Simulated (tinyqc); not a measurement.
# Quantum point contact as a saddle point with Zeeman splitting: what changes with what

Potential V0 - m wx^2 x^2/2 + m wy^2 y^2/2; energies are counted from V0. Mode n = 0, 1, ... transmits T_n(E) = 1/(1 + exp(-2 pi (E - E_n)/wx)), E_n = wy (n + 1/2) +/- Ez/2 for the two spins, Ez = gs muB B, muB = q hbar/(2 m0); each spin carries q^2/h.

Parameters, values chosen for the exercise:

| symbol | value | unit | meaning |
|---|---|---|---|
| T | 0.1 | K | temperature |
| wy | 5.2 | meV | transverse quantum hbar wy |
| wx | 2.3 | meV | curvature of the barrier hbar wx |
| mu | 17.59 | meV | Fermi level above the saddle point |
| gs | 3.4 |  | size of the g factor |
| B | 1 | T | in-plane magnetic field |

Constants: q = 1.602176634e-19 C, kB = 1.380649e-23 J/K, hbar = 1.054571817e-34 J s, m0 = 9.1093837015e-31 kg, Vt = kB T/q. Results are converted to the units shown.

Each table varies one quantity; the others keep the values above.

## Differential conductance at finite bias

g(T) = int g(E) (-df/dE) dE = int g(mu + x kB T) dx/(4 cosh^2(x/2)), g(E) the zero-temperature value at E, g = G/(2 q^2/h). With the bias V split evenly and the saddle held fixed, dI/dV = [g(mu + V/2) + g(mu - V/2)]/2, each thermally averaged.

Results:

| V (mV) | g(mu + V/2) | g(mu - V/2) | dI/dV |
|---|---|---|---|
| 0 | 3.162 | 3.162 | 3.162 |
| 1.04 | 3.440 | 3.045 | 3.242 |
| 2.08 | 3.760 | 3.011 | 3.386 |
| 3.12 | 3.928 | 3.002 | 3.465 |
| 4.16 | 3.982 | 3.000 | 3.491 |
| 5.2 | 3.996 | 2.996 | 3.496 |
| 6.24 | 4.000 | 2.982 | 3.491 |
| 7.28 | 4.002 | 2.928 | 3.465 |
| 8.32 | 4.011 | 2.760 | 3.386 |
| 9.36 | 4.045 | 2.440 | 3.242 |
| 11.44 | 4.440 | 2.045 | 3.242 |

Estimate the missing row, V = 10.4 mV.

Computed row:

| V (mV) | g(mu + V/2) | g(mu - V/2) | dI/dV |
|---|---|---|---|
| 10.4 | 4.162 | 2.162 | 3.162 |

With this row back in the table: dI/dV moves up and down between 3.16 and 3.50 in units of 2 q^2/h. Right-movers gain modes (3.16 to 4.44) while left-movers lose them (3.16 to 2.05).

## Spin splitting of the first step

Same model as above.

Spin splitting of the first step:

| B (T) | Ez (meV) | g at mu = wy/2 | dg/dmu there (1/meV) |
|---|---|---|---|
| 0 | 0 | 0.5000 | 0.6826 |
| 2.3 | 0.4527 | 0.5000 | 0.6214 |
| 4.6 | 0.9053 | 0.5000 | 0.4764 |
| 6.9 | 1.358 | 0.5000 | 0.3197 |
| 9.1 | 1.791 | 0.5000 | 0.2005 |
| 11.4 | 2.244 | 0.5000 | 0.1165 |
| 13.7 | 2.696 | 0.5000 | 0.06547 |
| 16 | 3.149 | 0.5000 | 0.03614 |

At the middle of the first riser g stays near 1/2, while the slope falls from 0.683 to 0.0361 1/meV. It is below a fifth of its zero-field value from B = 11.4 T on, where Ez = 2.24 meV exceeds the width of the riser, about 1/slope = 1.46 meV at zero field: a plateau at q^2/h has formed.

Range of the model: Orbital effects of the in-plane field and interactions (such as the 0.7 feature) are left out.

Numbers from tinyqc (`OMP_NUM_THREADS=1 python tinyqc.py 2740019 2740020 out.jsonl`; about 0.02 s on one thread of a shared Intel Xeon 2.30GHz).
